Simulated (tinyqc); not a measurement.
Temperatures in a stack of 4 dies with leakage feedback: one step of the calculation.

One-dimensional heat flow to a sink below die 0. The power of each die is released in a plane at its top; from the plane of die j > 0 heat crosses its silicon (ts), a bond layer and the wiring of die j - 1; from die 0 it crosses t0, paste and sink. Copper shares the path through bond and wiring in parallel: k_eff = fm km + (1 - fm) k. Silicon is taken at the temperature of the plane above it. Leakage is P_l exp((T - 350 K)/Tl).

Question. Resistances per area at 300 K. R = thickness/conductivity for each layer.

Parameters, values chosen for the exercise; conductivities of the order met in silicon, wiring layers, bonds and pastes:
```
symbol,value,unit,meaning
k0,149,W/(m K),conductivity of silicon at 300 K
ts,100,um,thickness of a thinned die
t0,500,um,thickness of the die next to the sink
tb,6,um,thickness of the wiring layers
kb,2.7,W/(m K),conductivity of the wiring layers
tg,20,um,thickness of a bond layer
kg,1.2,W/(m K),conductivity of the bond dielectric
fm,0.1,,area share of copper through bond and wiring
km,390,W/(m K),conductivity of copper
Rt,0.05,K cm^2/W,paste and lid
Rs,0.65,K cm^2/W,heat sink
```

Find: thick die; thinned die; k_eff of the bond; k_eff of the wiring; bond plus wiring; paste plus sink.

Answer.

thick die = 0.03356 K cm^2/W
thinned die = 0.006711 K cm^2/W
k_eff of the bond = 40.08 W/(m K)
k_eff of the wiring = 41.43 W/(m K)
bond plus wiring = 0.006438 K cm^2/W
paste plus sink = 0.7000 K cm^2/W

Numbers from tinyqc (`OMP_NUM_THREADS=1 python tinyqc.py 2162044 2162045 out.jsonl`; about 0.03 s on one thread of a shared Intel Xeon 2.30GHz).
